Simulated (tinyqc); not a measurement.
Conduction-band offset of an n-N heterojunction from carrier-profile moments: effect of the offset.

Layer 1 (x < 0) accumulates electrons and layer 2 (x > 0) is depleted. Boltzmann statistics. The bands bend down by V1 in layer 1 and up by V2 in layer 2, with V1 + V2 = VD = dE + Vt ln[(N2/Nc2)/(N1/Nc1)].

Sheet densities from the first integral: Q1 = sqrt((2 eps0 eps_r Vt N1/q)(exp(u1) - u1 - 1)) extra electrons, Q2 = sqrt((2 eps0 eps_r Vt N2/q)(exp(-u2) + u2 - 1)) missing ones, u = V/Vt; neutrality Q1 = Q2 + si.

Inputs (values chosen for the exercise); values of the order of III-V alloys:
```
symbol   value   unit                                      meaning
T          200      K                                  temperature
eps_r       12                relative permittivity of both layers
Nc1     3.4e17  cm^-3  density of states of the narrow-gap layer 1
Nc2     6.9e17  cm^-3    density of states of the wide-gap layer 2
N1      5.8e15  cm^-3                     donor density in layer 1
N2      7.6e15  cm^-3                     donor density in layer 2
si           0  cm^-2                fixed charge at the interface
```

Constants: q = 1.602176634e-19 C, kB = 1.380649e-23 J/K, Vt = kB T/q, eps0 = 8.8541878128e-14 F/cm where lengths are in cm. Results are converted to the units shown.

Effect of the offset:

| dE (eV) | VD (V) | V1 (V) | Q1 (cm^-2) | n(0-)/Nc1 |
|---|---|---|---|---|
| 0.06 | 0.052461 | 0.021629 | 4.0755e10 | 0.059838 |
| 0.12 | 0.11246 | 0.035009 | 7.8034e10 | 0.13006 |
| 0.19 | 0.18246 | 0.043901 | 1.1059e11 | 0.21787 |
| 0.25 | 0.24246 | 0.049071 | 1.3325e11 | 0.29410 |
| 0.31 | 0.30246 | 0.053060 | 1.5298e11 | 0.37069 |
| 0.37 | 0.36246 | 0.056306 | 1.7066e11 | 0.44751 |
| 0.44 | 0.43246 | 0.059459 | 1.8937e11 | 0.53733 |
| 0.5 | 0.49246 | 0.061770 | 2.0415e11 | 0.61444 |

Read the table: what changes, and by how much?

Q1 rises from 4.08e10 to 2.04e11 cm^-2, as VD^(0.58) between the last two rows. Layer 1 takes 41.2 % of VD in the first row and 12.5 % in the last: accumulation charge grows exponentially with V1, so most of a large offset falls across the depleted side. For dE = 0.44, 0.5 n(0-) nears or passes Nc1, where degeneracy and quantisation lower Q1.

Program tinyqc, `OMP_NUM_THREADS=1 python tinyqc.py 2410091 2410092 out.jsonl`; Intel Xeon 2.30GHz, shared host, one thread, about 0.07 s.
